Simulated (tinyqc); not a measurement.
From results back to parameters: interface roughness in a thin film (subband fluctuation and scattering). Five cases, with inputs chosen for the exercise.

Problem. The screened mobility was computed from a hidden rms height D.

Gaussian roughness spectrum S(q) = pi D^2 Lc^2 exp(-q^2 Lc^2/4). Degenerate gas, taken to fill one subband (the second starts to fill once c kF^2/md exceeds E2 - E1, which is not tested here): kF = sqrt(2 pi Ns/gv), q = 2 kF sin(theta/2), 1/tau = (md/(2 pi c hbar)) G^2 times the integral from 0 to pi of S(q)(1 - cos theta)/eps(q)^2 dtheta, eps(q) = 1 + qs/q with screening (qs = gv md q0/(c eps), q0 = e^2/(4 pi eps0), form factors left out, which overstates the screening; other scattering is left out too, so these values lie far above measured mobilities in all but the thinnest films) or 1 without; mobility = tau c2/md with c2 = e/m0 = 1.75882e15 cm^2/(V s^2); 1e12/cm^2 = 1e-4/angstrom^2.

Constants: hbar^2/2m0 = 3.80998211 eV angstrom^2; hbar = 6.58211957e-16 eV s; e^2/(4 pi eps0) = 14.39964547 eV angstrom.

Find: mobility for D = 1 angstrom; D.

Method. The mobility goes as 1/D^2, so D is the square root of the ratio. One value fixes only D^2 times a function of Lc; a second density is needed to part the two.

Case 1.

Values chosen (near those of a thin InGaAs channel; the results hold for these values, not for the real material): md = 0.046 m0 (mass in the plane); gv = 1 (valleys); Lc = 52 angstrom (correlation length); Ns = 0.58 x 1e12/cm^2 (sheet density); eps = 11.3 (mean dielectric constant at the channel).

G = |dE1/dt| = 5.5008 meV/angstrom
mobility = 12159.3 cm^2/(V s)

Solution.

mobility for D = 1 angstrom = 7.600e+04 cm^2/(V s)
D = 2.50 angstrom

Case 2.

Values chosen (near those of a thin Ge channel on (111), one valley; the results hold for these values, not for the real material): md = 0.082 m0 (mass in the plane); gv = 1 (valleys); Lc = 30 angstrom (correlation length); Ns = 2.7 x 1e12/cm^2 (sheet density); eps = 12.5 (mean dielectric constant at the channel).

G = |dE1/dt| = 2.4582 meV/angstrom
mobility = 56503.7 cm^2/(V s)

Solution.

mobility for D = 1 angstrom = 4.430e+05 cm^2/(V s)
D = 2.80 angstrom

Case 3.

Values chosen (near those of a thin GaN channel; the results hold for these values, not for the real material): md = 0.196 m0 (mass in the plane); gv = 1 (valleys); Lc = 50 angstrom (correlation length); Ns = 4.3 x 1e12/cm^2 (sheet density); eps = 9.8 (mean dielectric constant at the channel).

G = |dE1/dt| = 4.5058 meV/angstrom
mobility = 113831 cm^2/(V s)

Solution.

mobility for D = 1 angstrom = 2.561e+05 cm^2/(V s)
D = 1.50 angstrom

Case 4.

Values chosen (near those of a thin Si channel on (100), two-fold valleys; the results hold for these values, not for the real material): md = 0.191 m0 (mass in the plane); gv = 2 (valleys); Lc = 44 angstrom (correlation length); Ns = 2.4 x 1e12/cm^2 (sheet density); eps = 7.7 (mean dielectric constant at the channel).

G = |dE1/dt| = 1.7855 meV/angstrom
mobility = 501185 cm^2/(V s)

Solution.

mobility for D = 1 angstrom = 9.823e+05 cm^2/(V s)
D = 1.40 angstrom

Case 5.

Values chosen (near those of a thin Ge channel on (111), one valley; the results hold for these values, not for the real material): md = 0.084 m0 (mass in the plane); gv = 1 (valleys); Lc = 20 angstrom (correlation length); Ns = 2.8 x 1e12/cm^2 (sheet density); eps = 11.5 (mean dielectric constant at the channel).

G = |dE1/dt| = 1.3597 meV/angstrom
mobility = 147443 cm^2/(V s)

Solution.

mobility for D = 1 angstrom = 1.806e+06 cm^2/(V s)
D = 3.50 angstrom

Computed by tinyqc, one run a case: `OMP_NUM_THREADS=1 python tinyqc.py N N+1 out.jsonl` with N = 1281952, 1282043, 1282067, 1282072, 1282073; one thread of a shared Intel(R) Xeon(R) Processor @ 2.30GHz, about 0.02 s a run at most.
